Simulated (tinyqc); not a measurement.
Lossy on-chip transmission line with skin effect: one step of the calculation.

A uniform line in a homogeneous dielectric: c = sqrt(er)/(c0 Z0), l = Z0 sqrt(er)/c0 (c0 = 299792458 m/s), g = w c td, w = 2 pi f. The resistance joins its limits as r = sqrt(r_dc^2 + r_hf^2), with r_dc = rho/(wd th), r_hf = kr rho/(2 delta (wd + th)), delta = sqrt(rho/(pi f mu0)), mu0 = 4 pi 1e-7 H/m; this is an interpolation, and internal inductance, up to 0.05 nH/mm at low frequency, is neglected.

Question. Propagation constant and impedance. gamma = sqrt((r + i w l)(g + i w c)) = alpha + i beta, Zc = sqrt((r + i w l)/(g + i w c)), roots with positive real part; loss 8.685889638 alpha in dB; phase velocity w/beta.

Parameters, values chosen for the exercise: length len = 1.7 mm; frequency f = 0.68 GHz.

r = 16.861153 ohm/mm
l = 0.31202064 nH/mm
c = 124.80826 pF/m
g = 0 S/m

Wanted: gamma len; Zc; loss; phase velocity over c0; r/(w l).

Answer.

gamma len = 0.10957+0.11858i
Zc = 130.80-120.87i ohm
loss = 0.55983 dB/mm
phase velocity over c0 = 0.20433
r/(w l) = 12.648

r exceeds w l, so the line behaves mainly as an RC line at this frequency.

tinyqc, about 0.01 s, one thread, Intel Xeon 2.30GHz (shared host): `OMP_NUM_THREADS=1 python tinyqc.py 2810141 2810142 out.jsonl`
